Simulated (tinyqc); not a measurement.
# CMOS inverter, nodal equation and switching: effects of single changes

An n-channel pull-down (bn, VTn) and a p-channel pull-up (bp, VTp) share the input Vin and the output node Vout, which carries the load C. Transistor (EKV form, voltages against the body): I = 2 n b Vt^2 [F(vp - Vs) - F(vp - Vd)] from drain to source, F(v) = ln^2(1 + exp(v/(2 Vt))), vp = (Vg - VT + sg |Vd - Vs|)/n. n-channel bodies are at 0; for the p-channel device all voltages are counted down from Vdd. b in uA/V^2 gives I in uA. Static: In = Ip. Transient: C dVout/dt = Ip - In. No velocity saturation, no gate capacitance beyond C.

Parameters, values chosen for the exercise:

| symbol | value | unit | meaning |
|---|---|---|---|
| T | 300 | K | temperature |
| Vdd | 0.8 | V | supply voltage |
| n | 1.35 |  | slope factor |
| sg | 0.037 |  | drain-induced barrier lowering |
| VTn | 0.27 | V | n-channel threshold |
| VTp | 0.45 | V | p-channel threshold (magnitude) |
| bn | 260 | uA/V^2 | gain factor of the pull-down transistor |
| bp | 340 | uA/V^2 | gain factor of the pull-up transistor |
| C | 0.52 | fF | load capacitance |

Constants: q = 1.602176634e-19 C, kB = 1.380649e-23 J/K, Vt = kB T/q. Results are converted to the units shown.

Each table varies one quantity; the others keep the values above.

## Effect of the drain-induced barrier lowering

VM solves In = Ip with Vin = Vout; VIL and VIH are the inputs of gain -1, NML = VIL - Vout(VIH), NMH = Vout(VIL) - VIH. For a step input the delay to Vdd/2 is tHL = C times the integral of dV/(In - Ip) from Vdd/2 to Vdd at Vin = Vdd, and tLH likewise with Ip - In from 0 to Vdd/2 at Vin = 0.

Results:

| sg | VM (V) | gain at VM | NML (V) | NMH (V) | tHL (ps) | tLH (ps) |
|---|---|---|---|---|---|---|
| 0.01 | 0.3184 | -99.83 | 0.2659 | 0.4304 | 7.522 | 13.00 |
| 0.04 | 0.3211 | -24.99 | 0.2527 | 0.4165 | 7.044 | 11.79 |
| 0.07 | 0.3237 | -14.28 | 0.2395 | 0.4024 | 6.612 | 10.75 |
| 0.1 | 0.3262 | -9.998 | 0.2263 | 0.3883 | 6.220 | 9.840 |
| 0.16 | 0.3308 | -6.249 | 0.1998 | 0.3598 | 5.538 | 8.343 |
| 0.19 | 0.3330 | -5.262 | 0.1866 | 0.3455 | 5.240 | 7.721 |
| 0.22 | 0.3350 | -4.545 | 0.1734 | 0.3313 | 4.967 | 7.168 |

Estimate the missing row, sg = 0.13.

Computed row:

| sg | VM (V) | gain at VM | NML (V) | NMH (V) | tHL (ps) | tLH (ps) |
|---|---|---|---|---|---|---|
| 0.13 | 0.3285 | -7.691 | 0.2130 | 0.3741 | 5.863 | 9.044 |

With this row back in the table: As sg goes from 0.01 to 0.22, VM rises from 0.318 to 0.335 V, the size of the gain falls from 99.8 to 4.54, tHL falls from 7.52 to 4.97 ps and tLH falls from 13.0 to 7.17 ps. The smaller margin is largest, 0.266 V, at sg = 0.01 among the rows. Barrier lowering gives both transistors an output conductance, which caps the gain. In every row the overdrive passes 0.5 V, where velocity saturation, left out here, would lengthen the delays of short devices.

## Energy per operation against supply voltage

A chain of 20 such gates sets the cycle time tc = 20 (tHL + tLH)/2; per gate and cycle the switching energy is 0.02 C Vdd^2 and the leakage energy Vdd Ileak tc, Ileak the mean supply current at Vin = 0 and Vdd.

Energy per operation against supply voltage:

| Vdd (V) | tc (ns) | switching (aJ) | leakage (aJ) | total (aJ) |
|---|---|---|---|---|
| 0.2 | 1431 | 0.4160 | 34.97 | 35.39 |
| 0.25 | 313.2 | 0.6500 | 10.25 | 10.90 |
| 0.3 | 86.93 | 0.9360 | 3.608 | 4.544 |
| 0.35 | 26.25 | 1.274 | 1.340 | 2.614 |
| 0.4 | 8.774 | 1.664 | 0.5396 | 2.204 |
| 0.5 | 1.577 | 2.600 | 0.1346 | 2.735 |
| 0.6 | 0.5499 | 3.744 | 0.06253 | 3.807 |
| 0.8 | 0.1900 | 6.656 | 0.03550 | 6.691 |
| 1 | 0.1090 | 10.40 | 0.03136 | 10.43 |

The total energy goes from 35.4 through a minimum of 2.20 (at Vdd = 0.4 V among the rows listed) to 10.4 aJ, while the cycle time falls from 1430 to 0.109 ns. Leakage makes up 99 % of the total in the first row and 0.30 % in the last. Below threshold the cycle lengthens exponentially and leakage flows for all of it, hence the minimum. Lower supplies are left out, since the output no longer swings to within 20 % of both rails. For Vdd = 0.8 to 1 V the overdrive passes 0.5 V, where velocity saturation, left out here, would lengthen the delays of short devices. For Vdd = 0.2 to 0.4 V the supply is below a threshold, where mismatch, left out here, dominates margins and delay.

Numbers from tinyqc (`OMP_NUM_THREADS=1 python tinyqc.py 2340120 2340121 out.jsonl`; about 0.04 s on one thread of a shared Intel Xeon 2.30GHz).
